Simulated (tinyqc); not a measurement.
Four-point probe, van der Pauw, Hall and spreading-resistance readings of a semiconductor layer: one step, computed by the program tinyqc. Command: `OMP_NUM_THREADS=1 python tinyqc.py 3114161 3114162 out.jsonl probe walk`. One thread of a shared host (Intel(R) Xeon(R) Processor @ 2.30GHz), about 0.01 s of CPU time with the checks.

The layer is uniform and ohmic; contacts are points unless a radius is given.

Question. Finite wafer. For a thin circular wafer probed at its centre, R_s = C V/I with C = pi/(ln 2 + ln[((D/s)^2 + 3)/((D/s)^2 - 3)]).

Inputs (values chosen for the exercise, modelled on n-type silicon): wafer diameter over spacing D/s = 22.

Backing of the layer: insulating.

Give: factor C; error if pi/ln 2 is used.

Answer.

factor C = 4.453

error if pi/ln 2 is used = 1.788 %
